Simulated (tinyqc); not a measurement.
# CMOS latch-up, two-transistor model: effect of the substrate resistance shunting the npn

A parasitic pnp (emitter at Vdd, base shunted by Rw) and npn (emitter at ground, base shunted by Rs) feed each other: the npn collector current flows out of the pnp base node, the pnp collector current into the npn base node. Forward-active transistors with constant gains: Icn = Isn exp(Vn/Vt), Icp = Isp (exp(Vp/Vt) - 1). A current Ii is injected into the npn base node.

Node equations: Vp/Rw + Icp/bp = Icn and Vn/Rs + Icn/bn = Icp + Ii. Loop gain G = gn gp/[(1/Rw + gp/bp)(1/Rs + gn/bn)], gn = Icn/Vt, gp = (Icp + Isp)/Vt; the off state ends where G = 1, and Ii there is the trigger current. On state with both base-emitter voltages at Von: npn base current Ib = (Von/Rs + bp Von/Rw)/(bn bp - 1), holding current Ih = (bn + 1) Ib + Von/Rs, holding voltage Vh = Vsat + Von + R2 (Ib + Von/Rs).

Inputs (values chosen for the exercise); values close to those of bulk CMOS:
```
symbol    value  unit                                            meaning
T           325     K                                        temperature
bn           11                                  current gain of the npn
bp          2.6                                  current gain of the pnp
Isn     3.1e-14     A                 saturation current of the npn at T
Isp     2.2e-13     A                 saturation current of the pnp at T
Rw          670   ohm                   well resistance shunting the pnp
R2          400   ohm  resistance from the pnp collector to the npn base
Von        0.73     V               base-emitter voltage in the on state
Vsat       0.17     V                                 saturation voltage
Vdd         3.3     V                                     supply voltage
```

Constants: q = 1.602176634e-19 C, kB = 1.380649e-23 J/K, Vt = kB T/q. Results are converted to the units shown.

Result of one run:

| Vn at trigger (V) | trigger current (mA) | Ih (mA) | Vh (V) |
|---|---|---|---|
| 0.68689 | 77.003 | 120.25 | 35.325 |

Which substrate resistance shunting the npn Rs gave this result: 8.8, 120, 240, 460 or 880 ohm?

Rs = 8.8 ohm.

The whole series:

| Rs (ohm) | Vn at trigger (V) | trigger current (mA) | Ih (mA) | Vh (V) |
|---|---|---|---|---|
| 8.8 | 0.68689 | 77.003 | 120.25 | 35.325 |
| 17 | 0.67666 | 39.647 | 62.843 | 18.740 |
| 33 | 0.67321 | 20.400 | 32.971 | 10.110 |
| 63 | 0.67156 | 10.697 | 17.857 | 5.7439 |
| 120 | 0.67043 | 5.6377 | 9.9599 | 3.4626 |
| 240 | 0.66950 | 2.8461 | 5.5958 | 2.2018 |
| 460 | 0.66885 | 1.5125 | 3.5086 | 1.5988 |
| 880 | 0.66838 | 0.81881 | 2.4219 | 1.2849 |

As Rs goes from 8.8 to 880 ohm, the trigger current falls from 77.0 to 0.819 mA, Ih falls from 120 to 2.42 mA and Vh falls from 35.3 to 1.28 V. Vh exceeds the supply Vdd = 3.3 V, which then cannot sustain a latched state, in 5 of the 8 rows. The trigger current goes as Rs^(-0.99): most of it flows through the shunt. For Rs = 8.8, 17 the holding current passes 50 mA, where high injection lowers the gains.

Program tinyqc, `OMP_NUM_THREADS=1 python tinyqc.py 2670114 2670115 out.jsonl`; Intel Xeon 2.30GHz, shared host, one thread, about 0.06 s.
